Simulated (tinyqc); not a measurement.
A spin-degenerate level with charging energy between two leads, rate equations: one step of the calculation.

States 0, up, down and 2 with energies 0, e1 - Ez/2, e1 + Ez/2 and 2 e1 + U. mu_L = +V/2, mu_R = -V/2 (meV), f(x) = 1/(1 + exp(x/kB T)). A transition that adds one electron of given spin at the energy E has the rate G f(E - mu) from each lead, and its reverse G [1 - f(E - mu)]. I counts electrons leaving the left lead, times q.

Problem. Rate matrix. dp/dt = W p; W_ji is the rate from state i to j, and each column sums to zero.

Values chosen for this exercise: tunnel rate to the left lead GL = 1.3 1/ns; tunnel rate to the right lead GR = 4.9 1/ns.

```
transition,fL,fR
0-up,0.99980488,0.98158448
0-down,0.99980488,0.98158448
up-2,0.00015530,0.00000162
down-2,0.00015530,0.00000162
```

Wanted: W.

Solution.

W (1/ns):
```
,0,up,down,2
0,-12.22,0.09,0.09,0.00
up,6.11,-0.09,0.00,6.20
down,6.11,0.00,-0.09,6.20
2,0.00,0.00,0.00,-12.40
```

Range of the model: Rate equations need hbar G well below kB T; cotunnelling and the Kondo effect are left out.

Program tinyqc, `OMP_NUM_THREADS=1 python tinyqc.py 2780018 2780019 out.jsonl`; Intel Xeon 2.30GHz, shared host, one thread, about 0.01 s.
